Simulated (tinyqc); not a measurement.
# Doping and thickness from pinch-off voltage and conductance

Inverse problem. A uniform channel has Vp = q Nd a^2/(2 eps0 eps_r) and G0 = q mu Nd a W/L. Find a and Nd.

Parameters, values chosen for the exercise; material values close to those of gallium arsenide: relative permittivity of the semiconductor eps_r = 13.1; low-field mobility at this doping mu = 4600 cm^2/(V s); gate length L = 10 um; gate width W = 50 um.

Constants: q = 1.602176634e-19 C, eps0 = 8.8541878128e-14 F/cm where lengths are in cm. Results are converted to the units shown.

Vp = 2.7107469 V
G0 = 6.8872767 mS

Answer. G0 gives the product Nd a and Vp gives Nd a^2; their ratio is a.

a = 210.0 nm
Nd = 8.900e16 cm^-3

Program tinyqc, `OMP_NUM_THREADS=1 python tinyqc.py 2500012 2500013 out.jsonl`; Intel Xeon 2.30GHz, shared host, one thread, about 0.04 s.
